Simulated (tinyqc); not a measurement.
# Q-state Potts model on a small periodic square lattice: enumeration, Metropolis, heat-bath and Wolff steps, step by step

A worked calculation. Computed by tinyqc, a small Python program that keeps every step. Command: `OMP_NUM_THREADS=1 python tinyqc.py 3113258 3113259 out.jsonl potts walk`. One thread of a shared host (Intel(R) Xeon(R) Processor @ 2.30GHz), about 0.1 s of CPU time with the checks. Intermediate numbers are printed to about 6 digits and carried at full precision; extremes and crossings named in words are read from the listed rows.

E = -J x (number of nearest-neighbour bonds with equal states); n x n sites with periodic edges have 2 n^2 bonds. Order parameter m = (q f - 1)/(q - 1), f being the largest share of one state. Sites are numbered row by row from 0. Here q = 2 and n = 4.

Inputs (values chosen for the exercise, for a model of domains or grain orientations):
```
quantity,value,unit
number of states q,2,-
edge n,4,-
coupling J,58,meV
temperature T,634,K
seed,753329,-
```

Update: heat bath.

Constants: k_B = 8.617333262e-05 eV/K.

## Scales

K = J/(k_B T); the infinite square lattice orders at K_c = ln(1 + sqrt(q)); Wolff bond probability p = 1 - exp(-K).

K = 1.06161

K_c = 0.881374

T_c of the infinite lattice = 763.651 K

p = 0.654102

## Density of states

All q^(n^2) states are counted by their number b of equal bonds; weights g(b) exp(K b), K = J/(k_B T). Per site: u = -J <b>/n^2, c/k_B = K^2 (<b^2> - <b>^2)/n^2.

States by number of equal bonds:
```
b,g(b),probability
0,2,1.29547e-15
4,32,1.44796e-12
6,64,2.42042e-11
8,424,1.34024e-09
10,1728,4.56525e-08
12,6688,1.47680e-06
14,13568,2.50406e-05
16,20524,3.16589e-04
18,13568,1.74926e-03
20,6688,7.20675e-03
22,1728,1.55629e-02
24,424,3.19167e-02
26,64,4.02658e-02
28,32,1.68272e-01
32,2,7.34684e-01
```

The most probable level has b = 32 of 32 bonds.

## Exact averages

ln Z = ln sum g(b) exp(K b); entropy per site s/k_B = (ln Z - K <b>)/n^2.

<b> = 30.5578

energy u = -110.772 meV/site

heat capacity c = 0.502330 k_B/site

entropy s = 0.158280 k_B/site

## Order parameter

The same sums with m: <m> and the Binder ratio U = 1 - <m^4>/(3 <m^2>^2).

<m> = 0.942607

Binder ratio U = 0.652273

## Eight single-site steps

start states:
```
,1,2,3,4
1,1,1,1,1
2,1,1,1,1
3,0,1,1,1
4,0,0,0,1
```

random numbers, one row a step:
```
,1,2,3
1,0.3238,0.9486,0.4912
2,0.0488,0.1118,0.6391
3,0.0023,0.1522,0.0825
4,0.2465,0.8440,0.3943
5,0.5410,0.5604,0.1785
6,0.6941,0.9407,0.0583
7,0.3446,0.6479,0.5397
8,0.1040,0.8140,0.5622
```

Site = floor(r1 n^2). State c is drawn with probability exp(K k_c)/sum exp(K k), k_c the number of neighbours in state c: the first c whose cumulative probability reaches r2; r3 is not used.

Steps:
```
site,old,neighbours in each state,P(old),P(new),new
5,1,0 4,0.985887,0.985887,1
0,1,1 3,0.893140,0.893140,1
0,1,1 3,0.893140,0.893140,1
3,1,0 4,0.985887,0.985887,1
8,0,1 3,0.106860,0.893140,1
11,1,0 4,0.985887,0.985887,1
5,1,0 4,0.985887,0.985887,1
1,1,1 3,0.893140,0.893140,1
```

states afterwards:
```
,1,2,3,4
1,1,1,1,1
2,1,1,1,1
3,1,1,1,1
4,0,0,0,1
```

## A longer run and its error bar

After 400 updates are discarded, b is recorded for 4000 sweeps of n^2 steps of the update named (random numbers not printed, so these rows are one sample). Records are averaged in blocks; the error is the scatter of block means over sqrt(number of blocks), and the last column its square over that for single records.

Blocking:
```
block length,mean b,error,variance ratio
1,30.578,0.0425962,1.00000
4,30.578,0.0663122,2.42352
16,30.578,0.0857237,4.05006
40,30.578,0.0953709,5.01293
100,30.578,0.0974990,5.23913
```

The run gives 30.578 +/- 0.095 (blocks of 40) against the exact 30.558, a difference of 0.2 error bars. Single records understate the error by a factor of about 2.2, because successive records are correlated.

## Across the transition

m and U = 1 - <m^4>/(3 <m^2>^2) from the same sums; K = K_c T_c/T.

Exact values for this lattice:
```
T/T_c,share of equal bonds,c (k_B/site),<m>,U
0.50,0.998096,0.049733,0.998025,0.666346
0.70,0.982613,0.257717,0.979991,0.662522
0.85,0.949069,0.542833,0.934116,0.649669
0.95,0.912851,0.724170,0.878627,0.630708
1.00,0.891406,0.783267,0.843860,0.617199
1.10,0.845571,0.812995,0.766091,0.582212
1.25,0.780698,0.689498,0.650048,0.515272
1.50,0.703505,0.412026,0.506238,0.398517
2.00,0.629987,0.159952,0.370450,0.243740
3.00,0.578355,0.052672,0.286015,0.134840
```

c is largest, 0.81 k_B, at T/T_c = 1.1: on so small a lattice the transition is a broad bump. At T_c the infinite lattice has a share (1 + 1/sqrt(q))/2 = 0.854 of equal bonds, against 0.891 here. <m> stays at 0.29 at 3 T_c, since the largest share among 16 sites always exceeds 1/q on average.

Checks made by the program: number of states (relative difference below 1e-10).
